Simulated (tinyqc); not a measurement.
Crystal field against spin-orbit coupling: six-band k.p model of the valence band of a wurtzite crystal.

At k = 0: E1 = D1c + D2c + Te + Le (pure HH); E2, E3 = Le + u +/- sqrt(u^2 + 2 D3c^2), u = (D1c - D2c + Te)/2, D1c = Dcr, D2c = D3c = Dso/3. The weight of LH in state 2 is fL = (E2 - Le)^2/((E2 - Le)^2 + 2 D3c^2). Relative strengths of transitions to the conduction band: for E perpendicular to c (TE) 1/2, fL/2, (1 - fL)/2; for E along c (TM) 0, 1 - fL, fL, with one momentum element for both directions.

Inputs chosen for the exercise (out of a larger set: of the order of those of hexagonal CdSe; not measured data): Dso = 0.4276 eV (spin-orbit splitting).

No strain; Dcr is varied.

Results:

| Dcr (meV) | Dcr/Dso | E1 (meV) | E2 (meV) | E3 (meV) | E1 - E2 (meV) | E1 - E3 (meV) | fL |
|---|---|---|---|---|---|---|---|
| -1140.3 | -2.67 | -997.8 | 30.9 | -1313.8 | -1028.7 | 316.0 | 0.023 |
| -570.1 | -1.33 | -427.6 | 53.1 | -765.7 | -480.6 | 338.1 | 0.065 |
| -285.1 | -0.67 | -142.6 | 80.0 | -507.7 | -222.6 | 365.1 | 0.136 |
| -142.5 | -0.33 | 0.0 | 104.3 | -389.4 | -104.3 | 389.4 | 0.211 |
| 0.0 | 0.00 | 142.5 | 142.5 | -285.1 | 0.0 | 427.6 | 0.333 |
| 142.5 | 0.33 | 285.0 | 201.6 | -201.6 | 83.5 | 486.6 | 0.500 |
| 285.1 | 0.67 | 427.6 | 285.1 | -142.5 | 142.5 | 570.2 | 0.667 |
| 570.1 | 1.33 | 712.6 | 507.6 | -80.0 | 205.0 | 792.7 | 0.864 |
| 1140.3 | 2.67 | 1282.8 | 1037.0 | -39.2 | 245.9 | 1322.0 | 0.964 |

What does the comparison show?

At Dcr = 0 the cubic pattern returns: E1 = E2, E3 lies Dso = 427.6 meV lower and fL = 0.333 (1/3). For large positive Dcr, E1 - E2 tends to 2 Dso/3 = 285.1 meV (last row 245.9) and state 2 turns LH-like; for negative Dcr state 2 rises to the top and turns CH-like (98 % in the first row). In every row the two splittings add up to Dcr + Dso and multiply to (2/3) Dcr Dso.

(tinyqc, `OMP_NUM_THREADS=1 python tinyqc.py 1051526 1051527 out.jsonl`, Intel(R) Xeon(R) Processor @ 2.30GHz, 1 thread, shared host, about 0.01 s.)
